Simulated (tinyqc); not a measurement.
Effective charge: two electrons on one impurity (helium-like model).

Units Ha* = 2 Ry m/eps^2 and a* = a0 eps/m. One electron is bound by Z^2/2. Two electrons in the singlet built from exp(-a r) and exp(-b r): S = 8 (ab)^(3/2)/(a + b)^3, h_aa = a^2/2 - Z a, h_bb alike, h_ab = S (ab/2 - Z (a + b)/2), J = ab (a^2 + 3ab + b^2)/(a + b)^3, K = 20 (ab)^3/(a + b)^5, E = (h_aa + h_bb + 2 S h_ab + J + K)/(1 + S^2). For a = b this is a^2 - 2 Z a + 5a/8. Real double donors are deeper, since the central cell is left out.

Parameters, chosen for this exercise (out of a larger set: near those of impurities in Ge; not measured data):
```
symbol  value                                      unit  meaning
m       0.176                                      m0    one mean mass
eps     15.7                                             dielectric constant
Zs      (0.98, 1.06, 1.29, 1.61, 2.03, 2.78, 3.8)        charges
```

Ha* = 19.4296 meV

Binding of the first electron, of the second (-E - Z^2/2) with equal and with unequal orbitals, and U, the first less the second (unequal).

Results (meV):
```
Z     first  second, equal  second, unequal   a/b     U  U/(Z Ha*)
0.98    9.3          -0.67             0.14  3.92   9.2      0.483
1.06   10.9          -0.06             0.68  3.19  10.2      0.497
1.61   25.2           7.53             8.11  2.06  17.1      0.546
2.03   40.0          17.28            17.82  1.82  22.2      0.563
2.78   75.1          43.22            43.73  1.62  31.3      0.580
3.80  140.3          96.03            96.53  1.49  43.8      0.593
```

Give the missing row, Z = 1.29.

Computed row:
```
Z     first  second, equal  second, unequal   a/b     U  U/(Z Ha*)
1.29   16.2           2.40             3.04  2.44  13.1      0.524
```

Equal orbitals bind a second electron only above Z = (5/16)/(1 - 1/sqrt2) = 1.067; unequal ones do so in 7 of the 7 rows. Their gain is 0.81 meV in the first row and 0.49 in the last, while the second binding grows to 97 meV, so the gain decides the matter only near Z = 1. U grows almost linearly with Z: U/(Z Ha*) goes from 0.483 to 0.593, towards 5/8, while the first binding grows as Z^2. Angular correlation is left out: at Z = 1 this function binds the second electron by 0.0133 Ha*, half the exact 0.0278.

Run: tinyqc, `OMP_NUM_THREADS=1 python tinyqc.py 1250627 1250628 out.jsonl`; Intel(R) Xeon(R) Processor @ 2.30GHz, one thread, shared host; about 0.02 s of CPU time with all checks.
